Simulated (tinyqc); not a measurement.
X-ray reflectivity of a thin film on silicon: critical angles, Parratt recursion, fringes and roughness. Changing the roughness of the surface sigma_1. Computed by tinyqc, a small Python program. Command: `OMP_NUM_THREADS=1 python tinyqc.py 3120847 3120848 out.jsonl xrr sweep`. One thread of a shared host (Intel(R) Xeon(R) Processor @ 2.30GHz), about 0.01 s of CPU time with the checks.

n = 1 - delta + i beta; the classical electron radius is r_e = 2.8179403e-6 nm. Layer 0 is vacuum, 1 the film, 2 the substrate.

Inputs (values chosen for the exercise, modelled on Si3N4 on silicon, copper K-alpha radiation):
```
quantity                                        value     unit
wavelength lambda                             0.15406       nm
film density rho                                 2.97   g/cm^3
effective electrons per unit mass, film         0.496    mol/g
beta/delta, film                                0.017        -
film thickness d                                 7.88       nm
roughness of the interface sigma_2               0.68       nm
substrate density                                2.33   g/cm^3
effective electrons per unit mass, substrate    0.507    mol/g
beta/delta, substrate                           0.023        -
grazing angle theta                              2.37  degrees
```

Constants: N_A = 6.02214076e+23 1/mol.

Method:
- delta = r_e lambda^2 rho_e/(2 pi), rho_e = density x electrons per mass x N_A; critical angle sqrt(2 delta), q_c = 4 sqrt(pi r_e rho_e).
- k_j = (2 pi/lambda) sqrt(sin^2 theta - 2 delta_j + 2 i beta_j); r_ij = (k_i - k_j)/(k_i + k_j) x exp(-2 k_i k_j sigma^2) (Nevot-Croce); r = (r_01 + r_12 p)/(1 + r_01 r_12 p), p = exp(2 i k_1 d); R = |r|^2.
- Far above the critical angle the period is d theta = lambda/(2 d), or 2 pi/d in q; the envelope runs between (|r_01| - |r_12 p|)^2 and (|r_01| + |r_12 p|)^2; contrast = 2 a b/(a^2 + b^2) with a = |r_01|, b = |r_12 p|; roughness factors on the amplitudes are about exp(-q^2 sigma^2/2).

One run for each value:
```
roughness of the surface sigma_1 (nm)    contrast  roughness factor, surface  reflectivity R
0.0                                    2.9347e-02                 1.0000e+00      7.6573e-06
0.2                                    3.6795e-02                 7.9648e-01      4.8616e-06
0.4                                    7.2476e-02                 4.0245e-01      1.2408e-06
0.6                                    2.2217e-01                 1.2900e-01      1.2570e-07
0.8                                    8.4315e-01                 2.6232e-02      5.7034e-09
1.0                                    4.5039e-01                 3.3840e-03      1.5619e-09
1.2                                    3.9473e-02                 2.7693e-04      1.6457e-09
1.4                                    2.0840e-03                 1.4377e-05      1.6602e-09
1.6                                    6.9944e-05                 4.7351e-07      1.6610e-09
```

What does the table show, and why?

Over the rows, contrast goes from 0.0293 through a maximum among these rows, 0.843 at 0.800, to 6.99e-5; roughness factor, surface falls from 1.00 to 4.74e-7; reflectivity R goes from 7.66e-6 through a minimum among these rows, 1.56e-9 at 1.00, to 1.66e-9. The contrast is largest at sigma_1 = 0.8 nm among these rows, where the two amplitudes are most nearly equal.

Extremes, crossings and ranges named in words are read from the listed rows.
